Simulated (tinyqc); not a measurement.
Carrier lifetime from Shockley-Read-Hall, radiative, Auger and surface recombination. From one set of inputs to another, one input at a time. Computed by tinyqc, a small Python program. Command: `OMP_NUM_THREADS=1 python tinyqc.py 3021388 3021389 out.jsonl lifetime ladder`. One thread of a shared host (Intel(R) Xeon(R) Processor @ 2.30GHz), about 0.02 s of CPU time with the checks.

Energies are counted from the top of the valence band. Boltzmann statistics, full ionisation, and equal excess densities of electrons and holes.

The inputs printed are set A. Inputs not listed in the table keep their values of set A, so the rows need not describe a real material.

Inputs (values chosen for the exercise, with bands modelled on CdTe):
```
quantity                          value        unit
gap E_g                            1.52          eV
electron mass m_e                0.0927         m_0
valleys M_c                           1           -
hole mass m_h                     0.618         m_0
temperature T                       300           K
doping N                        1.2e+17       cm^-3
trap level E_t                    0.813          eV
trap density N_t                  5e+11       cm^-3
electron cross-section sigma_n  3.7e-17        cm^2
hole cross-section sigma_p      2.4e-16        cm^2
radiative coefficient B         4.3e-10      cm^3/s
Auger coefficient C_n           3.7e-31      cm^6/s
Auger coefficient C_p           1.1e-30      cm^6/s
excess density dn               1.4e+15       cm^-3
generation rate G               7.4e+22  cm^-3 s^-1
diffusion coefficient D             4.3      cm^2/s
surface velocity S                   91        cm/s
thickness W                         200  micrometre
```

Doping: n-type. Surface term: two equal surfaces.

Constants: m_0 = 9.1093837015e-31 kg; k_B = 1.380649e-23 J/K; h = 6.62607015e-34 J s; k_B = 8.617333262e-05 eV/K.

Method:
- N_c = 2 M_c (2 pi m_e k_B T/h^2)^(3/2) and N_v = 2 (2 pi m_h k_B T/h^2)^(3/2), masses in units of m_0.
- n_i = sqrt(N_c N_v) exp(-E_g/2 k_B T); majority density N/2 + sqrt(N^2/4 + n_i^2), minority density n_i^2 over it.
- v = sqrt(3 k_B T/m) with m_e or m_h; tau_n0 = 1/(sigma_n v_n N_t), tau_p0 = 1/(sigma_p v_p N_t); n1 = N_c exp(-(E_g - E_t)/k_B T), p1 = N_v exp(-E_t/k_B T).
- The slowest diffusion mode has x tan x = S W/(2 D) with 0 < x < pi/2 (bisection), and tau_s = W^2/(4 x^2 D). The common approximation is W/(2 S) + W^2/(pi^2 D).
- With n = n_0 + dn, p = p_0 + dn and U/dn = 1/tau: (n p - n_i^2)/dn = n_0 + p_0 + dn = s; 1/tau_SRH = s/[tau_p0 (n + n1) + tau_n0 (p + p1)]; 1/tau_rad = B s; 1/tau_Aug = (C_n n + C_p p) s; the rates add, with 1/tau_s.
- Radiative efficiency = tau_eff/tau_rad; effective diffusion length = sqrt(D tau_eff).
- dn solves dn/tau_eff(dn) = G (60 bisections in ln dn between 1e-2 and 1e22 cm^-3); the splitting of the quasi-Fermi levels is k_B T ln(n p/n_i^2).

Each row keeps all changes above it:
```
input moved                           from       to  effective lifetime at dn (s)  radiative efficiency at dn  steady excess density (cm^-3)
set A                                    -        -                    1.9151e-08                     0.99970                     1.4169e+15
excess density dn (cm^-3)          1.4e+15    1e+14                    1.9358e-08                     0.99970                     1.4169e+15
hole cross-section sigma_p (cm^2)  2.4e-16  1.1e-16                    1.9358e-08                     0.99972                     1.4170e+15
diffusion coefficient D (cm^2/s)       4.3      2.4                    1.9358e-08                     0.99972                     1.4170e+15
Auger coefficient C_p (cm^6/s)     1.1e-30  4.8e-30                    1.9358e-08                     0.99972                     1.4170e+15
Auger coefficient C_n (cm^6/s)     3.7e-31  2.7e-30                    1.9346e-08                     0.99907                     1.4160e+15
trap level E_t (eV)                  0.813     1.37                    1.9346e-08                     0.99907                     1.4160e+15
surface velocity S (cm/s)               91    39000                    1.9327e-08                     0.99810                     1.4147e+15
```

Where does the difference come from?

Effective lifetime at dn goes from 1.92e-8 to 1.93e-8, a factor 1.009 in all. The largest single move comes from excess density dn (a factor 1.011). The single moves hold for this order of the switches; the total does not depend on the order.

Caution (all rows): the doping is near the effective density of states, where Boltzmann statistics fail and the gap narrows. Caution (rows surface velocity S): the layer is thicker than two bulk diffusion lengths: adding 1/tau_s describes the late decay, and understates the surface loss in a steady state.

Extremes, crossings and ranges named in words are read from the listed rows.
